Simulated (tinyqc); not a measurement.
Film, cylinder and sphere at the same misfit: thermal stress, cracking, delamination and buckling of a thin film; Griffith cracks and misfitting inclusions. Computed by tinyqc, a small Python program. Command: `OMP_NUM_THREADS=1 python tinyqc.py 3014055 3014056 out.jsonl filmcrack walk`. One thread of a shared host (Intel(R) Xeon(R) Processor @ 2.30GHz), about 0.01 s of CPU time with the checks.

Isotropic linear elasticity; the substrate is much thicker than the film; stress is positive in tension.

Inputs (values chosen for the exercise, for a model film): film Young's modulus E = 91.2 GPa; film Poisson ratio nu = 0.35; film expansion alpha_f = 19.5 1e-6/K; substrate expansion alpha_s = 3.4 1e-6/K; deposition temperature T_d = 450 K; final temperature T = 300 K; intrinsic stress = -36 MPa; film thickness h = 2.5 micrometre; substrate Young's modulus E_s = 150 GPa; substrate Poisson ratio nu_s = 0.22.

Method. Thermal strain = (alpha_f - alpha_s)(T_d - T); stress = E/(1 - nu) x strain + intrinsic stress; plane-strain modulus Ebar = E/(1 - nu^2); G0 = stress^2 h/(2 Ebar) is the energy freed per area when a long strip loses its stress across its width. Thermal misfit e alone, mean stress = trace/3 and largest difference of principal stresses inside. Film: E e/(1 - nu) in two directions, 0 in the third. Cylinder: s0 = (1 + nu) e/[(1 + nu)(1 - 2 nu)/E + (1 + nu_s)/E_s] twice and s_zz = E e + 2 nu s0. Sphere: e/[(1 - 2 nu)/E + (1 + nu_s)/(2 E_s)] three times.

thermal strain = 0.002415

Stresses inside (MPa):
```
shape         s1      s2      s3    mean  largest difference
film      338.84  338.84    0.00  225.90              338.84
cylinder  259.28  259.28  401.75  306.77              142.46
sphere    328.30  328.30  328.30  328.30                0.00
```

What follows from these numbers?

The mean stress in size is 226 MPa in the film, 307 in the cylinder and 328 in the sphere, while the largest difference, twice the largest shear stress, goes from 339 through 142 to 0. In a ductile solid shear can relax by slip and hydrostatic stress cannot, so a confined metal builds up the triaxial stress that opens voids.

Extremes, crossings and ranges named in words are read from the listed rows.
